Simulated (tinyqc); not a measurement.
Valley-orbit splitting of a donor ground state, with strain: one step, computed by the program tinyqc.

The basis is the 1s envelope in each valley; energies are counted from the unstrained conduction-band edge. The strain is e_s (a a^T - 1/3) for the unit stress axis a, so valley j along n_j moves by Xi_u e_s w_j with w_j = (n_j.a)^2 - 1/3: +1/3 for [111] and [-1-11], -1/3 for the others.

Task: Populations and ionisation. H_jj = -(E_0 + Lambda) + Xi_u e_s w_j; H_jk = -Delta_1 between any two valleys. z = sum over levels of exp(-(E - E_ground)/k_B T), the ground-state share being 1/z; N_c = 2 (2 pi m_e k_B T/h^2)^(3/2) sum_j exp(-(shift_j - lowest shift)/k_B T); n1 = N_c/(2 z) exp(-binding/k_B T), binding = lowest shift - E_ground; without compensation n = 2 N_D/(1 + sqrt(1 + 4 N_D/n1)) (Boltzmann statistics; p and higher states left out).

Inputs (values chosen for the exercise, for a model many-valley semiconductor):
```
quantity                                     value   unit
single-valley binding energy E_0              11.4    meV
central-cell shift Lambda                      1.1    meV
coupling Delta_1                              0.14    meV
shear deformation potential Xi_u              15.5     eV
shear strain e_s                          -0.00074      -
temperature T                                  120      K
donor density N_D                          9.5e+15  cm^-3
density-of-states mass of one valley m_e     0.217    m_0
```

Valleys: four along <111>. Stress axis: [110].

Constants: k_B = 8.617333262e-05 eV/K; m_0 = 9.1093837015e-31 kg; k_B = 1.380649e-23 J/K; h = 6.62607015e-34 J s.

Give: partition sum z; share of neutral donors in the ground state; N_c; n1; free electrons n.

Result:

partition sum z = 2.9129

share of neutral donors in the ground state = 0.34330

N_c = 1.8961e+18 cm^-3

n1 = 9.5770e+16 cm^-3

free electrons n = 8.7082e+15 cm^-3

Caution: k_B T exceeds a third of E_0, so the p and higher states, left out, hold part of the bound electrons.
